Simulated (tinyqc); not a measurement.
Ewald sum of point charges, caesium chloride, strained along z by a factor 1.04, lattice, step by step. Computed by tinyqc, a small Python program that keeps every step. Command: `OMP_NUM_THREADS=1 python tinyqc.py 23640 23641 out.jsonl` (the two numbers bound the seeds that draw the settings). One thread of a shared host (Intel(R) Xeon(R) Processor @ 2.60GHz), about 0.05 s of CPU time with the checks.

## Ewald sum with eta = 0.401 1/bohr

cell vectors (rows) (bohr):
```
,1,2,3
1,8.8100,0.0000,0.0000
2,0.0000,8.8100,0.0000
3,0.0000,0.0000,9.1620
```

Charges:
```
q,f1,f2,f3
2.0000,0.0000,0.0000,0.0000
-2.0000,0.5000,0.5000,0.5000
```

Real space: 1/2 sum q_i q_j erfc(eta r)/r over all images with r > 0; reciprocal space: (2 pi/V) sum_(G != 0) exp(-G^2/4 eta^2)/G^2 |S(G)|^2 with S(G) = sum q exp(i G.r); self term -eta/sqrt(pi) sum q^2; background -pi Q^2/(2 V eta^2), Q the total charge.

Real-space shells (first ones):
```
r (bohr),pairs,sum (hartree)
7.7326,16,-4.80e-05
8.8100,8,1.06e-06
9.1620,4,1.78e-07
12.4592,8,0
12.7106,16,0
14.6638,32,0
```

Reciprocal shells (first ones that count):
```
G^2 (1/bohr^2),vectors,sum (hartree)
0.4703,2,0.2894
0.5086,4,0.5042
1.4876,8,0.0753
2.3899,8,0.0115
2.5049,8,0.0092
2.5432,8,0.0085
4.2327,2,9.26e-05
4.4244,16,0.0005
4.5394,8,2.14e-04
4.5777,4,1.00e-04
5.2500,8,6.14e-05
5.5567,16,7.21e-05
```

## The total does not depend on eta

The same sums for other eta.

Totals (hartree per cell):
```
eta,real,reciprocal,self,background,total
0.4010,-4.67e-05,0.8991,-1.8099,0.0000,-0.910836
0.5270,-3.41e-08,1.4678,-2.3786,0.0000,-0.910836
0.7280,0,2.3750,-3.2858,0.0000,-0.910836
```

shortest distance = 7.7326 bohr

Madelung constant -E d / (formula units |q+ q-|) = 1.7608
